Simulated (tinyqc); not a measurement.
# Double-gate transistor, scale length and short-channel effects, step by step

Numbers from tinyqc (`OMP_NUM_THREADS=1 python tinyqc.py 2420008 2420009 out.jsonl`; about 0.01 s on one thread of a shared Intel Xeon 2.30GHz). Printed values are rounded.

A body of thickness ts between two insulators of thickness ti and two tied gates. Below threshold the potential that source and drain add obeys Laplace's equation and vanishes on the gate. Its lowest mode decays along the channel as exp(-k y); k is the smallest positive root of the matching condition at the interface, and the scale length is Lambda = pi/k.

Inputs (values chosen for the exercise); permittivities: semiconductor made up, insulator close to that of silicon nitride:
- T = 300 K (temperature)
- eps_r = 14.7 (relative permittivity of the semiconductor)
- ei = 7.37 (relative permittivity of the insulator)
- ti = 2.7 nm (insulator thickness)
- ts = 6.8 nm (body thickness)
- L = 44 nm (channel length)
- Vbi = 0.96 V (potential of the source)
- sT = 0.6 V (potential of the barrier top at threshold)
- VTL = 0.44 V (long-channel threshold)
- m = 1 (long-channel body factor)
- Vds = 0.5 V (drain voltage)

Constants: q = 1.602176634e-19 C, kB = 1.380649e-23 J/K, Vt = kB T/q. Results are converted to the units shown.

## Scan of the matching condition

k, point 0 to 7 (1/nm): 0.0375  0.075  0.1125  0.15  0.1875  0.225  0.2625  0.3

f(k) = ei cos(k ti) cos(k ts/2) - eps_r sin(k ti) sin(k ts/2).

f(k), point 0 to 7: 7.08381  6.24021  4.88334  3.08422  0.93705  -1.44575  -3.93931  -6.41287

The first change of sign lies between k = 0.1875 and 0.225 1/nm.

## Iteration 1: decay constant by Newton steps

k at the start = 0.225 1/nm

f(k) = ei cos(k ti) cos(k ts/2) - eps_r sin(k ti) sin(k ts/2); f' by a central difference with +/- 1e-5 1/nm; k(new) = k - f/f'.

f = -1.44575
f' = -65.5920 nm
k after iteration 1 = 0.202958 1/nm

## Iteration 2: decay constant by Newton steps

As before.

f = -0.0235674
f' = -63.2579 nm
k after iteration 2 = 0.202586 1/nm

## Course of the iteration: decay constant by Newton steps

Stop when k changes by less than 1e-10 1/nm, or after 30 iterations.

Course of the iteration:
```
iteration  k (1/nm)  |change| (1/nm)
1          0.202958           0.0220
2          0.202586          3.73e-4
3          0.202586          1.46e-7
4          0.202586         2.22e-14
```

Converged in 4 iterations. At the end the number of correct digits about doubles with each step.

## Scale length against simple estimates

k = 0.202586 1/nm

Lambda = pi/k and l = 1/k. A parabolic potential across the structure gives l(parabolic) = sqrt((eps_r/(2 ei)) ts ti (1 + ei ts/(4 eps_r ti))).

Lambda = 15.5075 nm
l = 4.93618 nm
l(parabolic) = 4.90817 nm

The parabolic estimate is 0.57 % below l.

## Threshold shift, barrier position and swing

Along the channel psi(y) = s + a exp(y/l) + b exp(-y/l) with psi(0) = Vbi, psi(L) = Vbi + Vds and l = 1/k = Lambda/pi; with A = Vbi - s, B = A + Vds, x = exp(-L/l): a = (B - A x) x/(1 - x^2), b = (A - B x)/(1 - x^2). The minimum is s + 2 sqrt(a b), at y = (l/2) ln(b/a). The long-channel potential follows the gate as s = sT + (Vg - VTL)/m, and the threshold VT is the gate voltage at which the minimum equals sT. Swing = m Vt ln 10/g at threshold, g = d(minimum)/ds = 1 - (b x + a)/((1 + x) sqrt(a b)).

s at threshold = 0.586759 V
a = 1.17464e-4 V
b = 0.373123 V
position of the minimum = 19.9015 nm
VT = 0.426759 V
swing = 61.0729 mV/decade

The threshold lies 13.2 mV below the long-channel value, and the barrier top sits at 0.45 L from the source.
